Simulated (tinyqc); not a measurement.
# Read current of a NAND string, cells in series solved by shooting: effects of single changes

Cells in series, numbered from 0 at the source line (0 V) to the bit line, each followed by a gap resistance Rg. A cell with gate Vg, threshold VT, source Vs and drain Vd passes I = 2 nf K Vt^2 [F(Vs) - F(Vd)]/(1 + th max(Vg - VT, 0)), F(V) = ln^2(1 + exp((Vg - VT - nf V)/(2 nf Vt))). The selected cell has Vg = Vr, the others Vg = Vp.

Inputs (values chosen for the exercise); values of the order met in vertical NAND strings:
```
symbol  value    unit                                 meaning
T         300       K                             temperature
K         4.8  uA/V^2                   gain factor of a cell
nf        2.1                                    slope factor
th        0.1     1/V               mobility reduction factor
Rg        8.6    kohm     resistance of the gap between cells
Vbl       0.3       V                        bit-line voltage
Vp        5.9       V                            pass voltage
Ve       -0.6       V             threshold of an erased cell
Vh        3.2       V          threshold of the highest state
Vx        2.6       V          threshold of the selected cell
Is         10      nA                         sensing current
Vr       3.21       V  read voltage on the selected word line
```

Constants: q = 1.602176634e-19 C, kB = 1.380649e-23 J/K, Vt = kB T/q. Results are converted to the units shown.

Each table varies one quantity; the others keep the values above.

## Read current against the number of cells

For a trial current I start at 0 V and, cell by cell, solve for the drain: sqrt(F(Vd)) = sqrt(F(Vs) - I/k), k = 2 nf K Vt^2/(1 + th max(Vg - VT, 0)), Vd = [Vg - VT - 2 nf Vt ln(exp(sqrt F) - 1)]/nf, then add I Rg. The string current is the I for which the last node reaches Vbl. The apparent threshold is the Vr at which I = Is. Background: all other cells erased (VT = Ve) or all in the highest state (VT = Vh); ratio and shift are high over erased and high minus erased. The selected cell is in the middle, cell n/2.

Read current against the number of cells:
columns A: n; B: I, others erased (uA); C: I, others high (uA); D: ratio; E: apparent VT, erased (V); F: apparent VT, high (V); G: background shift (mV)
```
A          B        C       D      E      F      G
8     0.2385   0.1830  0.7673  2.639  2.643  3.832
16    0.1704   0.1167  0.6849  2.645  2.652  7.689
32    0.1080  0.06714  0.6216  2.655  2.671  15.48
64   0.06219  0.03621  0.5822  2.676  2.707  31.37
96   0.04364  0.02477  0.5677  2.697  2.745  47.77
128  0.03361  0.01883  0.5602  2.718  2.783  64.98
192  0.02302  0.01272  0.5526  2.760  2.871  110.1
```

What does the comparison show?

With erased neighbours the current falls from 0.239 to 0.0230 uA, as n^(-0.49) between the first two rows and n^(-0.93) between the last two (-1 once the series resistance rules). The ratio falls from 0.767 to 0.553 and the background shift rises from 3.83 to 110 mV.

## Effect of the position of the selected cell

Same model as above.

The string has 32 cells, numbered from the source.

Effect of the position of the selected cell:
columns A: j; B: I, others erased (uA); C: I, others high (uA); D: ratio; E: apparent VT, erased (V); F: apparent VT, high (V); G: background shift (mV)
```
A         B        C       D      E      F         G
0    0.1244  0.07247  0.5824  2.634  2.634  0.005112
4    0.1216  0.07166  0.5892  2.639  2.643     3.837
9    0.1170  0.07028  0.6004  2.646  2.655     8.660
13   0.1123  0.06872  0.6118  2.651  2.664     12.55
18   0.1048  0.06584  0.6282  2.658  2.675     17.44
22  0.09779  0.06255  0.6396  2.663  2.684     21.38
27  0.08866  0.05730  0.6463  2.669  2.696     26.35
31  0.08180  0.05279  0.6454  2.675  2.705     30.35
```

What does the comparison show?

From the source end to the bit-line end the apparent VT with high neighbours rises from 2.634 to 2.705 V and the background shift rises from 0.00511 to 30.3 mV. Cells and gaps on the source side raise the source of the selected cell, which costs nf times that voltage in gate drive; those on the drain side only lower its drain voltage.

Computed by the program tinyqc: `OMP_NUM_THREADS=1 python tinyqc.py 2142192 2142193 out.jsonl`, one thread of a shared Intel Xeon 2.30GHz, about 0.4 s for the whole run.
